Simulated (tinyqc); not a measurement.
# One-dimensional ballistic tunnel FET, two-band WKB: two studies

A p-type source for x < 0 with its Fermi level at 0 and its valence edge at ds; in the channel the bands fall as D exp(-x/lam) towards their flat values, with the conduction edge at Ec = ds - dP and D = dP + Eg. The gate moves dP one to one. The drain Fermi level lies at -Vd and the drain side reflects nothing. For w = E - Ec between 0 and dP an electron crosses the gap. Two-band dispersion with equal masses m: inside the gap kappa = sqrt(m u (1 - u/Eg)/C), u the distance from a band edge, C = hbar^2/(2 m0).

Values chosen for this exercise; band and dielectric values close to those of indium arsenide: temperature T = 300 K; band gap Eg = 0.349 eV; band-edge mass of the two-band model m = 0.029 m0; screening length of the source junction lam = 2.1 nm; source valence edge above the source Fermi level ds = 0.17 eV; drain bias Vd = 0.1 V; number of degenerate subbands (spin apart) g = 1; tunnelling window Ev(source) - Ec(channel) dP = 0.1 eV.

Constants: q = 1.602176634e-19 C, kB = 1.380649e-23 J/K, hbar = 1.054571817e-34 J s, h = 6.62607015e-34 J s, m0 = 9.1093837015e-31 kg, Vt = kB T/q, hbar^2/(2 m0) = 0.0380998212 eV nm^2. Results are converted to the units shown.

Each table varies one quantity; the others keep the values above.

## Effect of the band gap with the mass tied to it

The mass follows the gap, m = 0.029 Eg/0.349 eV. S(w) = 2 lam int_0^Eg kappa(u) du/(w + Eg - u) = 2 pi lam sqrt(m/(C Eg)) [w + Eg/2 - sqrt(w (w + Eg))], T(w) = exp(-S). I = g (2 q^2/h) int_0^dP T(w) [f(E) - f(E + Vd)] dw, E = ds - dP + w, f(x) = 1/(1 + exp(x/Vt)). Swing = d(dP)/d(log10 I).

Effect of the band gap with the mass tied to it:
```
Eg (eV)	T(w = dP)	I (uA)	swing (mV/decade)
0.2	0.5933	0.04289	58.93
0.37	0.2647	0.01331	57.80
0.54	0.1023	0.003855	56.67
0.71	0.03614	0.001074	55.54
0.89	0.01123	2.698e-4	54.34
1.06	0.003555	7.176e-5	53.22
1.23	0.001085	1.880e-5	52.12
1.4	3.217e-4	4.864e-6	51.04
```

T(w = dP) falls from 0.593 to 3.22e-4 and I falls from 0.0429 to 4.86e-6 uA; the swing falls from 58.9 to 51.0 mV/decade. With m/Eg fixed, S depends on the gap only through w + Eg/2 - sqrt(w (w + Eg)). For Eg = 0.2, 0.37 S at w = dP is below 2, where a WKB prefactor of 1 is a rough guess.

## Effect of the screening length

Same model as above.

Effect of the screening length:
```
lam (nm)	T(w = dP)	I (uA)	swing (mV/decade)
1	0.5594	0.04474	59.22
2	0.3129	0.01698	58.07
3	0.1750	0.006738	56.74
4	0.09792	0.002784	55.26
5	0.05477	0.001192	53.66
6	0.03064	5.257e-4	51.99
7	0.01714	2.381e-4	50.26
8	0.009588	1.102e-4	48.53
```

What does the comparison show?

I falls from 0.0447 to 1.10e-4 uA, on average 0.373 decades a nanometre; S is proportional to lam, and at w = dP it gives 0.252. The swing falls from 59.2 to 48.5 mV/decade. In 3 of the 8 rows S at w = dP is below 2, where a WKB prefactor of 1 is a rough guess.

Program tinyqc, `OMP_NUM_THREADS=1 python tinyqc.py 2620110 2620111 out.jsonl`; Intel Xeon 2.30GHz, shared host, one thread, about 0.01 s.
